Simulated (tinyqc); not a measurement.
Inside a calculation. Model: band-to-band tunnelling and avalanche in a reverse-biased abrupt junction. Computed by tinyqc, a small Python program that keeps every step. Command: `OMP_NUM_THREADS=1 python tinyqc.py 3014765 3014766 out.jsonl zener walk`. One thread of a shared host (Intel(R) Xeon(R) Processor @ 2.30GHz), about 0.01 s of CPU time with the checks. Intermediate numbers are printed to about 5 digits and carried at full precision; extremes and crossings named in words are read from the listed rows.

Direct Kane tunnelling in the local field (for indirect gaps the mass is an effective fit) and one ionisation coefficient for both carriers. N is the doping of the light side, or N_A N_D/(N_A + N_D) for the symmetric junction; the built-in voltage is taken as E_g/e.

Inputs (values chosen for the exercise, modelled on silicon):
```
quantity,value,unit
"band gap at 300 K, E_g",1.09,eV
"gap narrowing with temperature, -dE_g/dT",0.29,meV/K
reduced tunnelling mass m_r,0.17,m_0
permittivity eps,11.7,-
ionisation prefactor a,1.2e+06,1/cm
"ionisation field at 300 K, b",1.56e+06,V/cm
relative rise of b with temperature,3.1,1e-4/K
effective doping N,3.6e+17,1/cm^3
reverse bias V_R,1.5,V
"current density that defines tunnel breakdown, J_0",10,A/cm^2
temperature T,250,K
```

Junction: one-sided.

Constants: eps_0 = 8.8541878128e-12 F/m; e = 1.602176634e-19 C; m_0 = 9.1093837015e-31 kg; hbar = 1.054571817e-34 J s.

## Junction at the given bias

E_g(T) = E_g - (T - 300 K)(-dE_g/dT); b(T) = b [1 + (rise)(T - 300 K)]; w = sqrt(2 eps eps_0 (V_R + E_g/e)/(e N)); F_m = 2 (V_R + E_g/e)/w; the field falls linearly from F_m to 0 across w.

E_g(T) = 1.1045 eV

depletion width w = 96.725 nm

peak field F_m = 0.53854 MV/cm

shortest tunnelling distance E_g/(e F_m) = 20.509 nm

## Kane coefficients and peak generation rate

Kane: G(F) = A F^2 exp(-B/F), A = e^2 sqrt(m_r)/(18 pi hbar^2 sqrt(E_g)), B = pi sqrt(m_r) E_g^(3/2)/(2 e hbar), SI units; J = e int G dx x V_R/(V_R + E_g/e), the last factor making J vanish at zero bias; int G dx = (w/F_m) int_0^F_m G dF by 64 Gauss-Legendre points.

A = 3.8184e+20 1/(cm s V^2)

B = 27.234 MV/cm

B/F_m = 50.571

G(F_m) = 1.2069e+10 1/(cm^3 s)

## Tunnel current and multiplication

Avalanche: I = (w/F_m) int_0^F_m a exp(-b/F) dF by 64 Gauss-Legendre points, M = 1/(1 - I), breakdown at I = 1.

tunnel current density = 1.9765e-16 A/cm^2

ionisation integral I = 0.14822

The estimate e G(F_m) w (F_m/B) V_R/(V_R + E_g/e), which keeps only the region near the peak, gives 2.13e-16 A/cm^2.

## Which breakdown comes first?

V_Z solves J = J_0 and V_A solves I = 1; the lower one is the breakdown voltage; temperature coefficients by a central difference of +/- 10 K.

tunnel breakdown V_Z = 22.292 V

avalanche breakdown V_A = 5.8678 V

breakdown voltage = 5.8678 V

dV_Z/dT = -15.717 mV/K

dV_A/dT = 3.3596 mV/K

Avalanche comes first, at 5.3 E_g/e. V_Z falls on heating because the gap shrinks, and V_A rises because carriers lose more energy to phonons.

## Against the doping

The formulas are those given above.

Breakdown:
```
N (1/cm^3),V_Z (V),V_A (V),F_m at breakdown (MV/cm),first
7.20e+15,8.1904e+02,59.023,0.3659,avalanche
1.80e+16,3.5349e+02,32.273,0.4311,avalanche
4.30e+16,1.5914e+02,18.745,0.5138,avalanche
1.10e+17,6.7152e+01,10.849,0.6378,avalanche
2.20e+17,3.5357e+01,7.483,0.7644,avalanche
3.60e+17,2.2292e+01,5.868,0.8811,avalanche
7.20e+17,1.1470e+01,4.330,1.1001,avalanche
1.80e+18,4.4890e+00,3.191,1.5465,avalanche
4.30e+18,1.5532e+00,2.773,1.8801,tunnelling
```

The mechanism changes between 1.80e18 and 4.30e18 per cm^3. Across the table V_Z + E_g/e scales as N^-0.90 and V_A as N^-0.48: tunnelling needs a nearly fixed field, while avalanche in a thinner layer needs a higher one. Rows with V_A below about 5 E_g/e understate it, since the local law ignores the distance a carrier needs to reach the ionisation energy; silicon and germanium junctions change over near 4 to 6 E_g/e.

Checks made by the program: field integral against adaptive quadrature in x (relative difference 1e-10).
